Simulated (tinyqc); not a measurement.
# Inputs raised by 10 %, one at a time

Model: stress in a transistor channel from embedded alloy regions, liners and fins, by half-space elasticity. Computed by tinyqc, a small Python program. Command: `OMP_NUM_THREADS=1 python tinyqc.py 3024613 3024614 out.jsonl stressor sens`. One thread of a shared host (Intel(R) Xeon(R) Processor @ 2.30GHz), about 0.04 s of CPU time with the checks.

Plane strain in an isotropic half-space, the same constants everywhere; x along the channel from its centre, y downwards from the free surface; stress is positive in tension.

Inputs (values chosen for the exercise, modelled on silicon):
```
quantity                                   value      unit
alloy fraction x                            0.02         -
lattice change per unit x, beta           -0.439         -
Young's modulus E                            171       GPa
Poisson ratio nu                            0.25         -
channel length L                             114        nm
length of each stressor S                    155        nm
recess depth d                                15        nm
depth of the field point y                   3.8        nm
liner stress                                   3       GPa
liner thickness t                             55        nm
longitudinal piezoresistance coefficient   -31.8  1e-11/Pa
vertical piezoresistance coefficient        53.7  1e-11/Pa
```

Stressor: Si(1-x)C(x) source and drain.

Method:
- Misfit e = beta x. A fully constrained inclusion holds the stress -p with p = E e/(1 - 2 nu); a blanket film would hold -E e/(1 - nu) in the plane.
- A line element dA of misfit at (a, c) in the half-space gives, with C = E e/(2 pi (1 - nu)), X = x - a, r1^2 = X^2 + (y - c)^2, r2^2 = X^2 + Y^2, Y = y + c: s_xx = -C dA {[X^2 - (y - c)^2]/r1^4 + 3 [X^2 - Y^2]/r2^4 + 4 y Y (Y^2 - 3 X^2)/r2^6}, s_yy = C dA {[X^2 - (y - c)^2]/r1^4 - [X^2 - Y^2]/r2^4 + 4 y Y (Y^2 - 3 X^2)/r2^6}. These are integrated over two rectangles, L/2 < |a| < L/2 + S, 0 < c < d (closed form in a, 200 Gauss-Legendre points in c).
- At x = y = 0 the integral is s_xx = -(4/pi) [E e/(1 - nu)] [arctan(2 d/L) - arctan(d/(L/2 + S))].
- The liner over source and drain ends at the gate, x = -/+ L/2, and pulls there with the force per width F = (liner stress) t along the surface. A tangential line force gives s_xx = (2 F/pi) X^3/(X^2 + y^2)^2 at the distance X; two of them add at the centre, X = L/2. For L > 3.5 y the concentrated force is an upper bound.
- d mu/mu = -(pi_L s_xx + pi_z s_yy) for the embedded regions alone; the stress across the width is left out.

Runs:
```
input moved                      from     to  s_yy (MPa)  s_xx at the surface (MPa)  mobility change (%)  s_xx from the liner (MPa)
base run                            -      -      2.4439                     475.83               14.502                     3653.1
alloy fraction x                 0.02  0.022      2.6883                     523.41               15.952                     3653.1
Young's modulus E (GPa)           171  188.1      2.6883                     523.41               15.952                     3653.1
Poisson ratio nu                 0.25  0.275      2.5282                     492.24               15.002                     3653.1
recess depth d (nm)                15   16.5      2.6072                     520.21               15.828                     3653.1
depth of the field point y (nm)   3.8   4.18      2.9421                     475.83               14.409                     3646.4
liner stress (GPa)                  3    3.3      2.4439                     475.83               14.502                     4018.5
liner thickness t (nm)             55   60.5      2.4439                     475.83               14.502                     4018.5
```

Exponents ln(y'/y) / ln(x'/x):
```
input                        s_yy  s_xx at the surface  mobility change  s_xx from the liner
alloy fraction x            1.000                1.000            1.000                0.000
Young's modulus E           1.000                1.000            1.000                0.000
Poisson ratio nu            0.356                0.356            0.356                0.000
recess depth d              0.678                0.936            0.918                0.000
depth of the field point y  1.947                0.000           -0.067               -0.019
liner stress                0.000                0.000            0.000                1.000
liner thickness t           0.000                0.000            0.000                1.000
```

To which inputs is each result most sensitive?

Among the inputs moved here: s_yy answers most in size to depth of the field point y (exponent +1.947), next to alloy fraction x (+1.000); its exponent is below 0.0005 for liner stress, liner thickness t. s_xx at the surface answers most in size to alloy fraction x (exponent +1.000), and about equally to Young's modulus E (+1.000); its exponent is below 0.0005 for depth of the field point y, liner stress, liner thickness t. Mobility change answers most in size to alloy fraction x (exponent +1.000), and about equally to Young's modulus E (+1.000); its exponent is below 0.0005 for liner stress, liner thickness t. s_xx from the liner answers most in size to liner thickness t (exponent +1.000), and about equally to liner stress (+1.000); its exponent is below 0.0005 for alloy fraction x, Young's modulus E, Poisson ratio nu, recess depth d. Its exponent +1.000 in liner thickness t: force is stress times thickness.

Caution (all rows): the real force is spread over several liner thicknesses, so for a channel this short the concentrated force clearly overstates the stress. Caution (rows alloy fraction x, Young's modulus E, recess depth d): beyond a few hundred MPa bulk piezoresistance coefficients no longer describe an inversion layer well.
